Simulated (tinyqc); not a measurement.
Worked calculation: coupled-perturbed Hartree-Fock on RHF in the 6-31g basis, for H2, spin multiplicity 1. Computed by tinyqc, a small Python program that keeps every step (integrals from PySCF). Settings: charge = 0, multiplicity = 1, basis = 6-31g, method = RHF, energy threshold = 1e-10, iteration cap = 82, orthogonalisation = canonical, start = core, DIIS depth = 6. Command: `OMP_NUM_THREADS=1 python tinyqc.py 22744 22745 out.jsonl` (the two numbers bound the seeds that draw the settings). One thread of a shared host (Intel(R) Xeon(R) Processor @ 2.60GHz), about 0.1 s of CPU time with the checks. The early iterations of the SCF are left out here.

## One-electron integrals

Geometry (angstrom):
```
atom,x,y,z
H,0.000000,0.000000,0.000000
H,0.000000,0.000000,0.741000
```

Basis 6-31g: exponents (1/bohr^2) and contraction coefficients of normalised primitives:
```
element,l (shell),exponent,coefficient
H,s (1),18.731137,0.033495
H,s (1),2.825394,0.234727
H,s (1),0.640122,0.813757
H,s (2),0.161278,1.000000
```

Overlap, kinetic and nuclear-attraction integrals over the contracted functions; the nuclear repulsion is the sum of Za Zb / Rab.

nuclear repulsion = 0.71413929 hartree

overlap S:
```
,1H 1s,1H 2s,2H 1s,2H 2s
1H 1s,1.000000,0.658292,0.454403,0.508708
1H 2s,0.658292,1.000000,0.508708,0.853750
2H 1s,0.454403,0.508708,1.000000,0.658292
2H 2s,0.508708,0.853750,0.658292,1.000000
```

kinetic energy T (hartree):
```
,1H 1s,1H 2s,2H 1s,2H 2s
1H 1s,1.395678,0.259735,0.231833,0.165986
1H 2s,0.259735,0.241917,0.165986,0.184765
2H 1s,0.231833,0.165986,1.395678,0.259735
2H 2s,0.165986,0.184765,0.259735,0.241917
```

nuclear attraction V (hartree):
```
,1H 1s,1H 2s,2H 1s,2H 2s
1H 1s,-2.355483,-1.180568,-1.039261,-0.944424
1H 2s,-1.180568,-1.168801,-0.944424,-1.039216
2H 1s,-1.039261,-0.944424,-2.355483,-1.180568
2H 2s,-0.944424,-1.039216,-1.180568,-1.168801
```

core Hamiltonian H = T + V (hartree):
```
,1H 1s,1H 2s,2H 1s,2H 2s
1H 1s,-0.959804,-0.920833,-0.807428,-0.778439
1H 2s,-0.920833,-0.926885,-0.778439,-0.854451
2H 1s,-0.807428,-0.778439,-0.959804,-0.920833
2H 2s,-0.778439,-0.854451,-0.920833,-0.926885
```

## Two-electron integrals

Functions are numbered as in S; the eight-fold symmetry (ij|kl) = (ji|kl) = (kl|ij) leaves the list below.

Two-electron integrals (ij|kl) in chemists' order, unique and non-zero (hartree):
```
i,j,k,l,(ij|kl)
1,1,1,1,1.076566
2,1,1,1,0.578470
2,1,2,1,0.329423
2,2,1,1,0.587396
2,2,2,1,0.361304
2,2,2,2,0.453150
3,1,1,1,0.407268
3,1,2,1,0.231637
3,1,2,2,0.252445
3,1,3,1,0.199518
3,2,1,1,0.346203
3,2,2,1,0.209711
3,2,2,2,0.252442
3,2,3,1,0.187454
3,2,3,2,0.195774
3,3,1,1,0.661627
3,3,2,1,0.407432
3,3,2,2,0.497812
3,3,3,1,0.407268
3,3,3,2,0.440439
3,3,3,3,1.076566
4,1,1,1,0.440439
4,1,2,1,0.251680
4,1,2,2,0.277538
4,1,3,1,0.187454
4,1,3,2,0.173059
4,1,3,3,0.346203
4,1,4,1,0.195774
4,2,1,1,0.480067
4,2,2,1,0.296891
4,2,2,2,0.376919
4,2,3,1,0.224749
4,2,3,2,0.234397
4,2,3,3,0.480067
4,2,4,1,0.234397
4,2,4,2,0.330296
4,3,1,1,0.407432
4,3,2,1,0.251155
4,3,2,2,0.312257
4,3,3,1,0.231637
4,3,3,2,0.251680
4,3,3,3,0.578470
4,3,4,1,0.209711
4,3,4,2,0.296891
4,3,4,3,0.329423
4,4,1,1,0.497812
4,4,2,1,0.312257
4,4,2,2,0.409594
4,4,3,1,0.252445
4,4,3,2,0.277538
4,4,3,3,0.587396
4,4,4,1,0.252442
4,4,4,2,0.376919
4,4,4,3,0.361304
4,4,4,4,0.453150
```

## Orthogonalisation

S = U s U^T; canonical form X = U s^(-1/2), so that X^T S X = 1. Each column of U has its largest component positive (the first on a tie).

eigenvalues of S: 0.096434  0.470118  0.595413  2.838035

X:
```
,1,2,3,4
1H 1s,-0.719469,0.788331,0.869434,0.270616
1H 2s,2.160380,-0.664904,0.289547,0.320851
2H 1s,0.719469,0.788331,-0.869434,0.270616
2H 2s,-2.160380,-0.664904,-0.289547,0.320851
```

## Iteration 9 (converged): orbitals

converged F (hartree):
```
,1H 1s,1H 2s,2H 1s,2H 2s
1H 1s,-0.036594,-0.506320,-0.558803,-0.513812
1H 2s,-0.506320,-0.338256,-0.513812,-0.375112
2H 1s,-0.558803,-0.513812,-0.036594,-0.506320
2H 2s,-0.513812,-0.375112,-0.506320,-0.338256
```

Diagonalise F' = X^T F X, C = X C', fill 1 alpha and 1 beta electrons from the bottom; D = 2 C_occ C_occ^T. Each column has its largest component positive (the first on a tie).

F' = X^T F X (hartree):
```
,1,2,3,4
1,0.838082,0.000000,-0.582183,0.000000
2,0.000000,0.768074,0.000000,-0.098611
3,-0.582183,0.000000,0.803216,0.000000
4,0.000000,-0.098611,0.000000,-0.588383
```

orbital energies (hartree): MO1 -0.595514, MO2 0.238205, MO3 0.775206, MO4 1.403093

coefficients C:
```
,MO1,MO2,MO3,MO4
1H 1s,0.326773,0.122845,0.766759,-1.121811
1H 2s,0.272056,1.712366,-0.686315,1.348658
2H 1s,0.326773,-0.122845,0.766759,1.121811
2H 2s,0.272056,-1.712366,-0.686315,-1.348658
```

D after iteration 9:
```
,1H 1s,1H 2s,2H 1s,2H 2s
1H 1s,0.213561,0.177801,0.213561,0.177801
1H 2s,0.177801,0.148029,0.177801,0.148029
2H 1s,0.213561,0.177801,0.213561,0.177801
2H 2s,0.177801,0.148029,0.177801,0.148029
```

## Convergence

Stop when the energy changes by less than 1e-10 hartree and every element of the error matrix X^T (F D S - S D F) X is below 3e-06.

Course of the cycle:
```
iteration,E (hartree),change,largest element of the error matrix
1,-1.07415688,-,3.40e-01
2,-1.12544566,-5.13e-02,5.48e-02
3,-1.12674022,-1.29e-03,5.26e-04
4,-1.12674032,-9.95e-08,2.11e-04
5,-1.12674033,-1.16e-08,1.32e-04
6,-1.12674034,-3.51e-09,9.57e-05
7,-1.12674034,-1.51e-09,7.51e-05
8,-1.12674034,-2.42e-09,2.65e-07
9,-1.12674034,-3.02e-14,8.64e-10
```

PySCF RHF in the same basis = -1.12674034 hartree

Converged in 9 iterations.

## Integrals over molecular orbitals

(pq|rs) = sum C_ip C_jq C_kr C_ls (ij|kl), one index at a time.

one-electron integrals over orbitals h = C^T H C (hartree):
```
,1,2,3,4
1,-1.245366,0.000000,-0.167126,0.000000
2,0.000000,-0.549192,0.000000,0.207326
3,-0.167126,0.000000,-0.179211,0.000000
4,0.000000,0.207326,0.000000,0.214723
```

Two-electron integrals over orbitals (pq|rs), unique and non-zero (hartree):
```
p,q,r,s,(pq|rs)
1,1,1,1,0.649852
2,1,2,1,0.080103
2,2,1,1,0.433750
2,2,2,2,0.385835
3,1,1,1,0.167126
3,1,2,2,0.050056
3,1,3,1,0.109322
3,2,2,1,-0.019292
3,2,3,2,0.035930
3,3,1,1,0.531869
3,3,2,2,0.381355
3,3,3,1,0.119849
3,3,3,3,0.463661
4,1,2,1,-0.079368
4,1,3,2,-0.021790
4,1,4,1,0.137596
4,2,1,1,-0.143347
4,2,2,2,-0.054798
4,2,3,1,-0.073296
4,2,3,3,-0.098380
4,2,4,2,0.067550
4,3,2,1,-0.083265
4,3,3,2,-0.002667
4,3,4,1,0.123099
4,3,4,3,0.127521
4,4,1,1,0.662983
4,4,2,2,0.442460
4,4,3,1,0.201540
4,4,3,3,0.552249
4,4,4,2,-0.167745
4,4,4,4,0.740354
```

## Response to a field: uncoupled start

dipole integrals <a|z|i> (bohr):
```
,i1
a2,-1.019190
a3,0.000000
a4,0.209144
```

Field along z; U_ai = -mu_ai / (e_a - e_i), alpha = -4 sum U_ai mu_ai.

uncoupled U:
```
,i1
a2,1.222462
a3,0.000000
a4,-0.104645
```

uncoupled polarisability = 5.071229 bohr^3

## Coupled step 1

U_ai = -(mu_ai + sum_bj [4 (ai|bj) - (ab|ij) - (aj|bi)] U_bj) / (e_a - e_i); alpha = -4 sum U_ai mu_ai.

U after step 1:
```
,i1
a2,1.494208
a3,0.000000
a4,-0.059786
```

polarisability = 6.141542 bohr^3

## Coupled step 2

As before.

U after step 2:
```
,i1
a2,1.562357
a3,0.000000
a4,-0.041287
```

polarisability = 6.403895 bohr^3

## Coupled polarisability

Repeat until U stops changing; compare with -d2E/dF2.

Course of the coupled iterations:
```
step,alpha (bohr^3)
0,5.071229
1,6.141542
2,6.403895
3,6.472289
4,6.490513
5,6.495405
6,6.496721
7,6.497076
8,6.497171
9,6.497197
10,6.497204
11,6.497206
12,6.497206
13,6.497207
14,6.497207
```

coupled polarisability = 6.497207 bohr^3

finite-field check, fields of +/-0.001 au = 6.497197 bohr^3
